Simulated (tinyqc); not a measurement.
# Single-junction solar cell, detailed-balance limit: what changes with what

Every photon above the gap Eg makes one pair and none below is absorbed; carriers thermalise at T and move without loss. Jsc = q fs X Phi(Eg, Ts); the dark current is J0 = q ge Phi(Eg, T)/ERE with the Boltzmann factor exp(V/Vt). The efficiency is the electrical power over fs X sigma Ts^4.

Parameters, values chosen for the exercise: cell temperature T = 320 K; temperature of the black-body sun Ts = 5500 K; share of the hemisphere filled by the sun fs = 2.16e-5; concentration X = 1000; external radiative efficiency ERE = 1; number of faces that emit ge = 2; band gap Eg = 1.63 eV.

Constants: q = 1.602176634e-19 C, kB = 1.380649e-23 J/K, h = 6.62607015e-34 J s, c = 299792458 m/s, Vt = kB T/q. Results are converted to the units shown.

Each table varies one quantity; the others keep the values above.

## Effect of the temperature of the black-body sun

Photon flux above E from a black body at temperature T into a hemisphere: Phi(E, T) = A sum_k exp(-k E/th)[E^2 th/k + 2 E th^2/k^2 + 2 th^3/k^3], k = 1, 2, ..., with th = kB T/q in eV and A = 2 pi q^3/(h^3 c^2). J(V) = Jsc - J0 (exp(V/Vt) - 1); Voc = Vt ln(1 + Jsc/J0); at maximum power v = Vmp/Vt solves (1 + v) exp(v) = 1 + Jsc/J0. Pin = fs X sigma Ts^4, sigma = 2 pi^5 kB^4/(15 h^3 c^2). FF = Vmp Jmp/(Voc Jsc).

Effect of the temperature of the black-body sun:
```
Ts (K),Jsc (mA/cm^2),Voc (V),Eg/q - Voc (V),FF,efficiency (%)
3000,587.4,1.401,0.2293,0.9045,7.502
3700,2568,1.441,0.1886,0.9067,14.62
4400,7404,1.471,0.1594,0.9081,21.54
5100,1.665e4,1.493,0.1371,0.9092,27.27
5800,3.183e4,1.511,0.1192,0.9100,31.57
6500,5.443e4,1.526,0.1044,0.9107,34.59
7200,8.583e4,1.538,0.09185,0.9113,36.55
```

What does the table show?

As Ts goes from 3000 to 7200 K, Jsc rises from 587 to 85800 mA/cm^2, Voc rises from 1.40 to 1.54 V and the efficiency rises from 7.50 to 36.6 %. For Ts = 4400 to 7200 K Voc lies within 6 Vt of the gap, where the Boltzmann form of the emission begins to fail. For Ts = 5800 to 7200 K the current passes 20 A/cm^2, where series resistance and heating, left out here, would dominate.

## Effect of the band gap

Same model as above.

FF = Vmp Jmp/(Voc Jsc).

Effect of the band gap:
```
Eg (eV),Jsc (mA/cm^2),Voc (V),Eg/q - Voc (V),FF,efficiency (%)
1.1,4.453e4,1.011,0.08870,0.8773,35.25
1.4,3.220e4,1.289,0.1106,0.8982,33.27
1.7,2.246e4,1.569,0.1311,0.9127,28.69
2,1.521e4,1.849,0.1507,0.9233,23.17
2.3,1.005e4,2.130,0.1697,0.9315,17.80
2.6,6512,2.412,0.1884,0.9380,13.14
2.9,4146,2.693,0.2068,0.9433,9.399
```

As Eg goes from 1.1 to 2.9 eV, Jsc falls from 44500 to 4150 mA/cm^2, Voc rises from 1.01 to 2.69 V and the efficiency falls from 35.3 to 9.40 %. For Eg = 1.1 to 2 eV Voc lies within 6 Vt of the gap, where the Boltzmann form of the emission begins to fail. For Eg = 1.1 to 1.7 eV the current passes 20 A/cm^2, where series resistance and heating, left out here, would dominate.

tinyqc, about 0.01 s, one thread, Intel Xeon 2.30GHz (shared host): `OMP_NUM_THREADS=1 python tinyqc.py 2820122 2820123 out.jsonl`
